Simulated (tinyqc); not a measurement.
## MOSFET with velocity saturation and source resistance: effect of the mobility at low gate voltage

Strong inversion, charge Q = Cox (Vg - m V) at channel potential V with Vg the gate overdrive, and drift velocity v = mu E/(1 + mu E/vsat). Integrating along the channel gives I = mu Cox (1/L)(Vg Vd - m Vd^2/2)/(1 + Vd/Vc) per width, Vc = vsat L/mu, which peaks at Vdsat. Units: I in uA/um, Rs in ohm um, so the drop over Rs is 1e-6 I Rs volts.

Vg = Vgs - I Rs - VT (0 if negative), mu = mu0/(1 + th Vg), Vc = vsat L/mu, x = sqrt(1 + 2 Vg/(m Vc)), Vdsat = 2 Vg/(m (1 + x)), Isat = Cox vsat Vg (x - 1)/(x + 1) per width. I = Isat is solved self-consistently; gm = dI/dVgs; Vdsat is the intrinsic value. The velocity at the source is I/(Cox Vg).

Inputs (values chosen for the exercise):
```
symbol  value     unit               meaning
Cox      1.68  uF/cm^2      gate capacitance
th        0.1      1/V  mobility degradation
vsat    9.7e6     cm/s   saturation velocity
m        1.24                    body factor
VT       0.43        V             threshold
L        0.18       um        channel length
Rs         50   ohm um     source resistance
Vgs       2.5        V          gate voltage
```

Effect of the mobility at low gate voltage:

| mu0 (cm^2/(V s)) | Vc (V) | Vdsat (V) | Isat (uA/um) | gm (uS/um) | velocity at the source/vsat |
|---|---|---|---|---|---|
| 50 | 4.206 | 1.413 | 479.4 | 372.8 | 0.1438 |
| 81 | 2.595 | 1.311 | 669.4 | 497.4 | 0.2017 |
| 130 | 1.615 | 1.193 | 890.2 | 629.3 | 0.2697 |
| 210 | 0.9988 | 1.060 | 1138 | 763.0 | 0.3468 |
| 350 | 0.5986 | 0.9143 | 1411 | 896.2 | 0.4330 |
| 570 | 0.3672 | 0.7780 | 1665 | 1009 | 0.5144 |
| 920 | 0.2273 | 0.6534 | 1898 | 1104 | 0.5898 |
| 1500 | 0.1393 | 0.5394 | 2111 | 1184 | 0.6595 |

What does the table show?

As mu0 goes from 50 to 1500 cm^2/(V s), Isat rises from 479 to 2110 uA/um, Vdsat falls from 1.41 to 0.539 V and gm rises from 373 to 1180 uS/um; the velocity at the source goes from 0.14 to 0.66 of vsat. Isat goes as mu0^(0.69) between the first two rows and as mu0^(0.22) between the last two. In every row the channel charge passes 3 uC/cm^2, near what a silicon dioxide gate withstands.

Program tinyqc, `OMP_NUM_THREADS=1 python tinyqc.py 2500030 2500031 out.jsonl`; Intel Xeon 2.30GHz, shared host, one thread, about 0.01 s.
